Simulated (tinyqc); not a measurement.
What each parameter does: inter-valley coupling by envelope functions against a chain of atomic planes.

Chain: E(phi) = e0 + 2 v cos(phi) + 2 u cos(2 phi), cos(phi0) = -v/(4u), e0 = 2u + v^2/(4u); plane j = 0, 1, ... has the potential V_j = dE x_j + F (j - 30) a/4 (1 MV/m = 1e-4 V/angstrom). There are 30 barrier planes a side; with y = j - 29.5, x_j = xb (f(y) + f(Nw - y)), f(y) = 1/(1 + exp(y/L)), plus any Ge added in the well. The valley splitting is the spacing of the two lowest levels. Envelope theory: F_j solves a one-valley chain with hopping -b and diagonal 2b + V_j, b = 4u sin^2(phi0), sum F_j^2 = 1; the valleys couple by Dv = sum_j F_j^2 V_j exp(-2 i phi0 j) and split by 2|Dv|.

Parameters, chosen for this exercise (near those of the Delta valleys of silicon in a SiGe well; not measured data): a = 5.431 angstrom (lattice constant; planes lie a/4 apart); u = 0.582 eV (second-neighbour hopping); v = 0.591 eV (nearest hopping); Nw = 48 (planes in the well); L = 0.75 planes (interface width); xb = 0.26 (Ge fraction of the barriers); dE = 0.6 eV (offset per unit Ge fraction); F = 2 MV/m (field); js = 64 (plane j of a Ge spike (the well starts at j = 30)); xs = 0.14 (Ge fraction added on that plane).

Chain with the spike on plane js.

One parameter was then changed.

Results before and after:
```
case     level (meV)  splitting (micro-eV)
base          14.238                2069.1
changed       13.915                1427.8
```

Which of these changes was made? (a) dE = 0.66 eV; (b) Nw = 54; (c) xs = 0.182; (d) L = 1.25 planes; (e) F = 4 MV/m; (f) js = 67; (g) xb = 0.31.

Answer: (f) js = 67. Of the candidates, run in turn, only this one gives the changed row.

All candidates:
```
case             level (meV)  splitting (micro-eV)
base                  14.238                2069.1
Nw = 54               13.708                2398.8
L = 1.25 planes       14.645                2125.2
xb = 0.31             14.463                2103.6
dE = 0.66 eV          14.429                2224.3
F = 4 MV/m            19.300                1422.7
js = 67               13.915                1427.8
xs = 0.182            14.427                2446.7
```

Run: tinyqc, `OMP_NUM_THREADS=1 python tinyqc.py 1480160 1480161 out.jsonl`; Intel(R) Xeon(R) Processor @ 2.30GHz, one thread, shared host; about 0.09 s of CPU time with all checks.
